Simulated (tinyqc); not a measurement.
Floating body of a partially depleted SOI transistor: body voltage and kink: one step of the calculation.

Source at 0 V. Channel current Ic = 2 nf K Vt^2 [F(0) - F(Vd)](1 + la Vd), F(V) = ln^2(1 + exp((Vg - VT - nf V)/(2 nf Vt))), VT = VT0 - gb Vb. Saturation voltage Vs = 2 Vt sqrt(F(0)) + 3 Vt, excess Ve = (Vd - Vs + sqrt((Vd - Vs)^2 + 0.0004 V^2))/2, multiplication M1 = Ai Ve exp(-Bl/Ve). Each junction passes D(v) = J1 (exp(v/Vt) - 1) + J2 (exp(v/(2 Vt)) - 1). Bipolar current Ib = bb J1 (exp(Vb/Vt) - 1). The body settles where M1 (Ic + Ib) = D(Vb) + D(Vb - Vd) + Vb/Rb; drain current Id = (1 + M1)(Ic + Ib) - D(Vb - Vd).

Task. Drain current with floating and with grounded body. Id and VT at the converged Vb, Id at Vb = 0, their ratio, and the bipolar share Ib/(Ic + Ib).

Parameters, values chosen for the exercise; values of the order met in partially depleted silicon-on-insulator transistors:
```
symbol    value         unit                                                                                            meaning
T           300            K                                                                                        temperature
VT0         0.5            V                                                                     threshold at zero body voltage
gb          0.2                                                                  fall of the threshold per volt of body voltage
nf         1.28                                                                                                    slope factor
K           380  uA/(V^2 um)                                                                              gain factor per width
la         0.06          1/V                                                                   channel-length modulation factor
Ai         1.31          1/V                                                                        impact-ionisation prefactor
Bl          7.3            V                                                                          impact-ionisation voltage
J1      3.3e-13        uA/um                                                      diffusion saturation current of each junction
J2       3.8e-9        uA/um                                                  recombination saturation current of each junction
bb            3                                                 gain of the lateral bipolar transistor on the diffusion current
Rb          1e9      kohm um  resistance of a weak body tie to the source (1e9 stands for no tie, and the term is then dropped)
Vg         0.71            V                                                                                       gate voltage
Vd          1.6            V                                                                                      drain voltage
```

Constants: q = 1.602176634e-19 C, kB = 1.380649e-23 J/K, Vt = kB T/q. Results are converted to the units shown.

converged Vb = 0.68166457 V

Give: VT; Id, floating; Id, grounded; ratio; bipolar share.

Result.

VT = 0.36367 V
Id, floating = 19.929 uA/um
Id, grounded = 7.4214 uA/um
ratio = 2.6853
bipolar share = 1.4116 %

The body rises to 0.682 V and lowers the threshold by 136 mV.

Range of the model: The multiplication law is an empirical form chosen for the exercise; self-heating and capacitive coupling to the body are left out, and the linear laws are rough once Vb passes about 0.7 V or M1 about 0.1.

Program tinyqc, `OMP_NUM_THREADS=1 python tinyqc.py 2182130 2182131 out.jsonl`; Intel Xeon 2.30GHz, shared host, one thread, about 0.2 s.
